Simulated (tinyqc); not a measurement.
From results back to parameters: band gaps under pressure and temperature from deformation potentials. Four cases, with inputs chosen for the exercise.

Problem. A gap moves by a ln(V/V0) with V/V0 = (1 + Bp P/B0)^(-1/Bp). B0 and the shifts at two pressures are given.

Case 1.

Values chosen (out of a larger set: near those of Ge, the X and L potentials typical of such crystals; not measured data): P12 = (2, 8) GPa (two pressures).

B0 = 75.0333 GPa

shifts at the two pressures (eV): 0.2417948  0.8300097

Case 2.

Values chosen (out of a larger set: near those of InAs, the X and L potentials typical of such crystals; not measured data): P12 = (3, 4) GPa (two pressures).

B0 = 57.9000 GPa

shifts at the two pressures (eV): 0.2895417  0.3754050

Case 3.

Values chosen (out of a larger set: near those of InP, the X and L potentials typical of such crystals; not measured data): P12 = (1.5, 3) GPa (two pressures).

B0 = 71.0667 GPa

shifts at the two pressures (eV): 0.1323913  0.2539567

Case 4.

Values chosen (out of a larger set: near those of Ge, the X and L potentials typical of such crystals; not measured data): P12 = (2, 5) GPa (two pressures).

B0 = 74.5333 GPa

shifts at the two pressures (eV): 0.2452471  0.5711788

Find: ratio of the shifts; Bp; a.

Solution. The ratio of the shifts, ln(1 + Bp P2/B0)/ln(1 + Bp P1/B0), falls steadily from P2/P1 as Bp grows and so fixes Bp; then a = -shift x Bp/ln(1 + Bp P/B0).

Case 1.

ratio of the shifts = 3.4327
Bp = 4.80
a = -9.64 eV

Case 2.

ratio of the shifts = 1.2965
Bp = 3.86
a = -6.13 eV

Case 3.

ratio of the shifts = 1.9182
Bp = 4.41
a = -6.56 eV

Case 4.

ratio of the shifts = 2.3290
Bp = 4.07
a = -9.63 eV

Computed by tinyqc, one run a case: `OMP_NUM_THREADS=1 python tinyqc.py N N+1 out.jsonl` with N = 1080904, 1080951, 1080959, 1081065; one thread of a shared Intel(R) Xeon(R) Processor @ 2.30GHz, about 0.01 s a run at most.
